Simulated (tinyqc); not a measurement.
# Scale length and length offset from two DIBL values

Inverse problem. DIBL = exp(-Le/(2 l)) + 2 exp(-Le/l) with Le = L - dL. Find l, dL and the drawn length for a DIBL of 100 mV/V.

DIBL at drawn lengths 46 and 84 nm (mV/V): [129.18859, 15.150211]

Solution. With e = exp(-Le/(2 l)), 2 e^2 + e = DIBL gives e and so Le/l at each length; Le/l is a straight line in L with slope 1/l.

l = 9.600 nm
dL = 3.000 nm
length for 100 mV/V = 50.24 nm

Computed by the program tinyqc: `OMP_NUM_THREADS=1 python tinyqc.py 2002176 2002177 out.jsonl`, one thread of a shared Intel Xeon 2.30GHz, about 0.01 s for the whole run.
